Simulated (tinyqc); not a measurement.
Inside a calculation. Model: crystallisation kinetics and data retention of a phase-change cell.

Computed by the program tinyqc: `OMP_NUM_THREADS=1 python tinyqc.py 2490068 2490069 out.jsonl`, one thread of a shared Intel Xeon 2.30GHz, about 0.02 s for the whole run. Printed values are rounded.

Johnson-Mehl-Avrami-Kolmogorov law X = 1 - exp(-y^n), y = integral of k dt, k = (1/100 s) exp[-(Ec q/kB)(1/T - 1/T1)].

Parameters, values chosen for the exercise; values of the order of Ge-Sb-Te and related chalcogenides:
```
symbol,value,unit,meaning
Ec,2.91,eV,activation energy of crystallisation
T1,456,K,temperature at which the rate k is 1/(100 s)
n,1.5,,Avrami exponent
Xf,0.4,,crystalline share at which the state is lost
T,383,K,storage temperature
b,20,K/min,heating rate
Ta,430,K,start of the ramp table
dT,5,K,step of the table
m,10,,steps
```

Constants: q = 1.602176634e-19 C, kB = 1.380649e-23 J/K. Results are converted to the units shown.

Range of the model: One Arrhenius rate is assumed; incubation, growth from the boundary and the non-Arrhenius kinetics of the supercooled liquid are left out.

## Retention

At fixed T the state fails at t = (-ln(1 - Xf))^(1/n)/k; ten years are 3.15576e8 s.

k = 7.41234e-9 1/s
y at failure = 0.639021
time to fail = 8.62105e7 s
the same in years = 2.73184
temperature for ten years = 377.445 K

The cell misses ten years at 383 K.

## A heating ramp

T rises at the rate b. Start with y = k (kB Ta^2/(q Ec))/b, the integral from cold to Ta to leading order; over each step k is taken as exponential in T, so y gains (dT/b)(k2 - k1)/ln(k2/k1). dX/dt = n y^(n - 1) k exp(-y^n), listed as 0 once y^n exceeds 23.

```
point  T (K)     k (1/s)           y           X  dX/dt (1/s)
0        430  1.13589e-4  0.00186584  8.05925e-5   7.35919e-6
1        435  2.80133e-4  0.00463334  3.15335e-4   2.85934e-5
2        440  6.76834e-4   0.0113787  0.00121304   1.08167e-4
3        445  0.00160321   0.0274927  0.00454816   3.96927e-4
4        450  0.00372543   0.0652468   0.0165282   0.00140381
5        455  0.00849796    0.152058   0.0575705   0.00468445
6        460   0.0190400    0.348075    0.185644    0.0137218
7        465   0.0419262    0.782971    0.499835    0.0278332
8        470   0.0907840     1.73158    0.897570    0.0183548
9        475    0.193406     3.76690    0.999332   3.76214e-4
10       480    0.405590     8.06472     1.00000  1.95442e-10
```

Among the points the rate is largest at 465 K, where X = 0.500; the exact peak lies at 466.4 K.
